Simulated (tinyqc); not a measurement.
# Microkinetic model of a Langmuir-Hinshelwood surface reaction A + (1/2) B2 = AB with Bronsted-Evans-Polanyi barriers, step by step

A worked calculation. Computed by tinyqc, a small Python program that keeps every step. Command: `OMP_NUM_THREADS=1 python tinyqc.py 3018990 3018991 out.jsonl microkin walk`. One thread of a shared host (Intel(R) Xeon(R) Processor @ 2.30GHz), about 0.01 s of CPU time with the checks. Intermediate numbers are printed to about 6 digits and carried at full precision; extremes and crossings named in words are read from the listed rows.

A adsorbs in equilibrium; B2 dissociates irreversibly on two free sites; adsorbed A and B react irreversibly and AB leaves at once. theta_A + theta_B + theta_* = 1.

Inputs (values chosen for the exercise, for a model catalyst):
```
quantity                               value   unit
adsorption energy of A, E_A            -1.28     eV
adsorption energy per B atom, E_B     -0.566     eV
entropy loss of A, S_A                   1.6  meV/K
entropy loss of B2, S_B                  1.6  meV/K
slope a1 of the dissociation barrier    0.77      -
intercept b1                             1.1     eV
slope a2 of the reaction barrier         0.3      -
intercept b2                            0.33     eV
pressure p_A                          0.0056    bar
pressure p_B                            0.01    bar
temperature T                            700      K
```

Solver: Newton.

Constants: k_B = 8.617333262e-05 eV/K; hbar = 6.582119569e-16 eV s.

## Constants

K_A = exp(-(E_A + T S_A)/(k_B T)) per bar; barriers E1 = max(b1 + a1 2 E_B, 0), E2 = b2 - a2 (E_A + E_B); k1 = (k_B T/h) exp(-S_B/k_B) exp(-E1/(k_B T)) per bar, k2 = (k_B T/h) exp(-E2/(k_B T)), h = 2 pi hbar.

barrier E1 = 0.22836 eV

barrier E2 = 0.8838 eV

K_A = 14.1889 1/bar

k1 = 2858.65 1/(bar s)

k2 = 6.32187e+06 1/s

## Steady state in closed form

theta_A = K_A p_A theta_*; 2 k1 p_B theta_*^2 = k2 theta_A theta_B, so theta_B = w theta_* with w = 2 k1 p_B/(k2 K_A p_A); theta_* = 1/(1 + K_A p_A + w); rate r = k2 theta_A theta_B.

w = 1.13817e-04

theta_* = 0.926293

theta_A = 0.0736014

theta_B = 1.05428e-04

rate r = 49.0555 1/s per site

The surface is mostly free, and dissociation limits.

## Iterative solution

Unknown y = theta_B, theta_* = (1 - y)/(1 + K_A p_A). Newton steps on G(y) = 2 k1 p_B theta_* - k2 K_A p_A y, the balance divided by theta_*, would end in one step; the program uses the undivided F(y) = theta_* G(y): y(new) = y - F/F', start y = 0. Stop when the change is below 1e-10, after 80 steps at most.

Course of the iteration:
```
step         y in        y new       change
1               0  1.05417e-04  1.05417e-04
2     1.05417e-04  1.05428e-04  1.11139e-08
3     1.05428e-04  1.05428e-04  1.23531e-16
```

theta_B at the end = 1.05428e-04

last change = 1.23531e-16

Converged in 3 steps to the closed form.

## Orders and rate control

From r = 2 k1 p_B theta_*^2: order in p_B and degree of control of step 1 = 1 - 2 theta_B; control of step 2 = 2 theta_B; order in p_A = 2 (theta_B - theta_A). Apparent energy = (E1 + k_B T)(1 - 2 theta_B) + (E2 + k_B T) 2 theta_B + E_A x order in p_A.

order in p_B, X1 = 0.999789

X2 = 2.10856e-04

order in p_A = -0.146992

apparent activation energy = 0.476969 eV

## Rate against the binding of B

The formulas are those given above.

Changing E_B at fixed E_A:
```
E_B (eV)  E1 (eV)  E2 (eV)   theta_*    theta_A      theta_B   log10 r
-2.40           0    1.434  0.021296  0.0016922  9.77011e-01   0.05792
-2.10           0    1.344  0.087734  0.0069712  9.05295e-01   1.28765
-1.80           0    1.254  0.294090  0.0233678  6.82543e-01   2.33827
-1.50           0    1.164  0.624427  0.0496157  3.25957e-01   2.99227
-1.25           0    1.089  0.812998  0.0645991  1.22403e-01   3.22149
-1.00           0    1.014  0.890566  0.0707625  3.86716e-02   3.30064
-0.75           0    0.939  0.915766  0.0727649  1.14692e-02   3.32488
-0.50       0.330    0.864  0.926378  0.0736081  1.40821e-05   0.95899
-0.25       0.715    0.789  0.926391  0.0736091  6.86781e-09  -1.81287
0.00        1.100    0.714  0.926391  0.0736091  3.34938e-12  -4.58475
```

The rate is highest at E_B = -0.75 eV among these rows, where theta_B = 0.011. On the weak-binding side log10 r falls by 11.1 per eV, from the dissociation barrier (2 a1/(k_B T ln 10) = 11.1). On the strong-binding side B fills the surface and the rate falls again: the Sabatier volcano.

Checks made by the program: iteration against the closed form (relative difference below 1e-10); apparent energy against a finite difference (on the scale of E2) (relative difference 4e-09).
